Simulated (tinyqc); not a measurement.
# The 3-omega method: a line heater on a substrate with a thin film, step by step

A worked calculation. Computed by tinyqc, a small Python program that keeps every step. Command: `OMP_NUM_THREADS=1 python tinyqc.py 3016607 3016608 out.jsonl threeomega walk`. One thread of a shared host (Intel(R) Xeon(R) Processor @ 2.30GHz), about 0.01 s of CPU time with the checks. Intermediate numbers are printed to about 5 digits and carried at full precision; extremes and crossings named in words are read from the listed rows.

A current at angular frequency omega = 2 pi f heats the line at 2 omega with the amplitude P per length; the temperature swing Delta T at 2 omega gives a voltage at 3 omega. The substrate is taken as semi-infinite and isotropic, and the heat capacity of heater and film is left out.

Inputs (values chosen for the exercise, modelled on a silicon-germanium alloy on diamond):

| quantity | value | unit |
|---|---|---|
| substrate conductivity kappa | 1960 | W/(m K) |
| substrate heat capacity C | 1.84 | 1e6 J/(m^3 K) |
| heater half-width b | 5.6 | micrometre |
| power amplitude per length P | 5.5 | W/m |
| current frequency f | 220 | Hz |
| film thickness t | 42 | nm |
| film conductivity kappa_f | 4.4 | W/(m K) |
| interface resistance R_i | 19 | m^2 K/GW |
| substrate thickness d_s | 725 | micrometre |
| temperature coefficient of resistance beta | 3.6 | 1e-3/K |
| voltage amplitude V_1 | 0.37 | V |

## Penetration depth

D = kappa/C; q = sqrt(2 i omega/D); penetration depth 1/|q| = sqrt(D/(2 omega)).

diffusivity D = 1065.2 mm^2/s

penetration depth = 620.73 micrometre

|q| b = 0.0090216

penetration depth / d_s = 0.85618

Caution: the penetration depth exceeds a fifth of the substrate thickness, so the back face is felt and the semi-infinite formula fails.

## Temperature swing of the bare substrate

Delta T_s = (P/(pi kappa)) int_0^infinity (sin x/x)^2 / sqrt(x^2 + (q b)^2) dx with (q b)^2 = i |q b|^2, averaged over the heater width (12 Gauss-Legendre points on each of the pieces 0, 14 log-spaced edges from 1e-5 to 1, and multiples of pi to 40 pi; the tail adds 1/(4 (40 pi)^2)). For |q| b much below 1: Delta T_s = (P/(pi kappa)) [-ln(|q| b) + eta - i pi/4], eta = 3/2 - C_E = 0.92278, with Euler's C_E = 0.5772157.

in-phase Delta T_s = 0.0050296 K

out-of-phase Delta T_s = -7.0146e-04 K

in-phase, narrow-line form = 0.0050296 K

out-of-phase, narrow-line form = -7.0153e-04 K

The narrow-line form misses the in-phase part by 0.00 % and the out-of-phase part by 0.0 % at |q| b = 0.009.

## The film adds a constant step

One-dimensional flow across the film: Delta T_f = P (t/kappa_f + R_i)/(2 b); total in-phase swing Delta T = Delta T_s + Delta T_f; third-harmonic amplitude V_3 = V_1 beta |Delta T|/2 with the out-of-phase part included; the apparent film conductivity is t/(t/kappa_f + R_i).

Delta T_f = 0.014018 K

total in-phase swing = 0.019047 K

V_3 = 0.012694 mV

apparent film conductivity = 1.4713 W/(m K)

film share of the in-phase swing = 0.73594

The interface lowers the apparent conductivity by 67 %. The film gives a large part of the signal.

## Conductivity from the slope

Take the in-phase swing at f and at 2f; in the narrow-line limit kappa = P ln 2/(2 pi [Delta T(f) - Delta T(2f)]), whatever the film and the heater width.

in-phase Delta T_s at 2f = 0.0047201 K

kappa from the slope = 1960.1 W/(m K)

error of the slope method = 0.0030736 %

## The window of frequencies

The slope value uses each f and 2f: kappa = P ln 2/(2 pi [Delta T(f) - Delta T(2f)]).

Bare substrate:

| f (Hz) | penetration depth (micrometre) | \|q\| b | in-phase (K) | out-of-phase (K) | narrow-line form (K) | kappa from the slope (W/(m K)) |
|---|---|---|---|---|---|---|
| 27 | 1771.9 | 0.0031605 | 0.0059665 | -7.0152e-04 | 0.0059665 | 1960.0 |
| 270 | 560.32 | 0.0099944 | 0.0049382 | -7.0145e-04 | 0.0049382 | 1960.1 |
| 2700 | 177.19 | 0.031605 | 0.0039099 | -7.0087e-04 | 0.0039098 | 1960.7 |
| 14000 | 77.813 | 0.071968 | 0.0031754 | -6.9873e-04 | 0.0031748 | 1963.8 |
| 54000 | 39.620 | 0.14134 | 0.0025742 | -6.9271e-04 | 0.0025719 | 1974.6 |
| 270000 | 17.719 | 0.31605 | 0.0018644 | -6.6933e-04 | 0.0018531 | 2030.8 |
| 1.10e+06 | 8.7785 | 0.63793 | 0.0012690 | -6.1153e-04 | 0.0012258 | 2232.9 |
| 5.40e+06 | 3.9620 | 1.4134 | 6.8794e-04 | -4.6726e-04 | 5.1518e-04 | 3164.2 |
| 2.70e+07 | 1.7719 | 3.1605 | 3.1414e-04 | -2.6921e-04 | -2.0360e-04 | 6582.6 |
| 1.60e+08 | 0.72787 | 7.6937 | 1.2895e-04 | -1.2141e-04 | -9.9827e-04 | 16065 |

The slope gives kappa within 1 % up to |q| b = 0.14 (f = 54000 Hz) among these rows. The penetration depth stays under d_s/5 = 145 micrometre from f = 14000 Hz up, so a usable window lies between the two. At high f the flow turns one-dimensional: in-phase and out-of-phase parts become equal in size (ratio 0.94 in the last row) and fall as f^(-1/2) (exponent -0.50).

Checks made by the program: narrow-line limit at |q| b = 0.002 (relative difference 7e-07).
